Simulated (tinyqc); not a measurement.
# Vertical double-diffused power MOSFET, components of the on-resistance: what changes with what

Stripe cells of pitch Wp + a, two channels a cell. Current flows through the channels, spreads in the accumulation layer, passes the gap between the p bodies and spreads at 45 degrees into the drift layer below them. Low drain voltage, full ionisation.

Parameters, values chosen for the exercise; bulk values close to those of silicon:

| symbol | value | unit | meaning |
|---|---|---|---|
| T | 350 | K | temperature |
| eps_r | 11.8 |  | relative permittivity |
| Kc | 4170 | V/cm per (cm^-3)^(1/8) | critical-field constant |
| BV | 30 | V | rated breakdown voltage of the drift layer |
| mud | 1230 | cm^2/(V s) | drift mobility at 300 K |
| bt | 2.5 |  | temperature exponent of the drift mobility |
| tox | 40 | nm | gate oxide thickness (eps_r 3.9) |
| Vov | 4 | V | gate overdrive |
| mch | 300 | cm^2/(V s) | channel mobility |
| mac | 590 | cm^2/(V s) | accumulation-layer mobility |
| Lc | 1.2 | um | channel length |
| Wp | 3.9 | um | width of the p body in one cell, channels included |
| a | 2.2 | um | gap between neighbouring p bodies |
| xp | 1.5 | um | depth of the p body |
| Nj | 2 |  | doping of the gap over the drift doping |
| Vbi | 0.766 | V | built-in voltage of the body junction |
| Rs | 0.066 | mohm cm^2 | substrate and contact resistance |

Constants: q = 1.602176634e-19 C, eps0 = 8.8541878128e-14 F/cm where lengths are in cm. Results are converted to the units shown.

Each table varies one quantity; the others keep the values above.

## On-resistance against the channel mobility

Triangular field at breakdown with Ec = Kc N^(1/8): BV = eps0 eps_r Ec^2/(2 q N), so N = (eps0 eps_r Kc^2/(2 q BV))^(4/3); W = 2 BV/Ec; mu = mud (T/300 K)^(-bt); rho = 1/(q mu N); ideal resistance rho W. Pitch p = Wp + a, Cox = 3.9 eps0/tox; zero-bias depletion in the gap w0 = sqrt(2 eps0 eps_r Vbi/(q N Nj)), open gap g = a - 2 w0; R_ch = Lc p/(2 mch Cox Vov); R_acc = 0.6 a p/(4 mac Cox Vov), 0.6 being an empirical factor for current leaving the layer along its length; R_gap = (rho/Nj) xp p/g; spreading depth t = min(W, (p - g)/2); R_drift = (rho p/2) ln((g + 2 t)/g) + rho (W - t); R_on = the sum with Rs.

The same in every row: R_acc (mohm cm^2) = 0.09880; R_gap (mohm cm^2) = 0.07657; R_drift (mohm cm^2) = 0.08348; ideal (mohm cm^2) = 0.04131.

Results:

| mch (cm^2/(V s)) | R_ch (mohm cm^2) | R_on (mohm cm^2) | largest term |
|---|---|---|---|
| 5 | 21.20 | 21.52 | channel |
| 10 | 10.60 | 10.92 | channel |
| 20 | 5.300 | 5.624 | channel |
| 70 | 1.514 | 1.839 | channel |
| 100 | 1.060 | 1.385 | channel |
| 300 | 0.3533 | 0.6782 | channel |
| 500 | 0.2120 | 0.5368 | channel |

Estimate the missing row, mch = 40 cm^2/(V s).

Computed row:

| mch (cm^2/(V s)) | R_ch (mohm cm^2) | R_on (mohm cm^2) | largest term |
|---|---|---|---|
| 40 | 2.650 | 2.975 | channel |

With this row back in the table: R_on falls from 21.5 to 0.537 mohm cm^2. The channel term is the largest at mch = 5 and in all other rows. R_on is 521 times the ideal drift resistance in the first row and 13.0 times in the last.

## On-resistance against the width of the p body in one cell

Same model as above.

The same in every row: ideal (mohm cm^2) = 0.04131.

Results:

| Wp (um) | R_ch (mohm cm^2) | R_acc (mohm cm^2) | R_gap (mohm cm^2) | R_drift (mohm cm^2) | R_on (mohm cm^2) | largest term |
|---|---|---|---|---|---|---|
| 3 | 0.3012 | 0.08423 | 0.06527 | 0.07116 | 0.5878 | channel |
| 3.7 | 0.3417 | 0.09557 | 0.07406 | 0.08074 | 0.6581 | channel |
| 5.8 | 0.4633 | 0.1296 | 0.1004 | 0.1095 | 0.8688 | channel |
| 7.2 | 0.5444 | 0.1523 | 0.1180 | 0.1286 | 1.009 | channel |
| 9 | 0.6487 | 0.1814 | 0.1406 | 0.1533 | 1.190 | channel |
| 11 | 0.7645 | 0.2138 | 0.1657 | 0.1806 | 1.391 | channel |
| 14 | 0.9383 | 0.2624 | 0.2034 | 0.2217 | 1.692 | channel |

Estimate the missing row, Wp = 4.7 um.

Computed row:

| Wp (um) | R_ch (mohm cm^2) | R_acc (mohm cm^2) | R_gap (mohm cm^2) | R_drift (mohm cm^2) | R_on (mohm cm^2) | largest term |
|---|---|---|---|---|---|---|
| 4.7 | 0.3996 | 0.1118 | 0.08661 | 0.09443 | 0.7584 | channel |

With this row back in the table: R_on rises from 0.588 to 1.69 mohm cm^2. The channel term is the largest at Wp = 3 and in all other rows. R_on is 14.2 times the ideal drift resistance in the first row and 40.9 times in the last.

Computed by the program tinyqc: `OMP_NUM_THREADS=1 python tinyqc.py 2230148 2230149 out.jsonl`, one thread of a shared Intel Xeon 2.30GHz, about 0.01 s for the whole run.
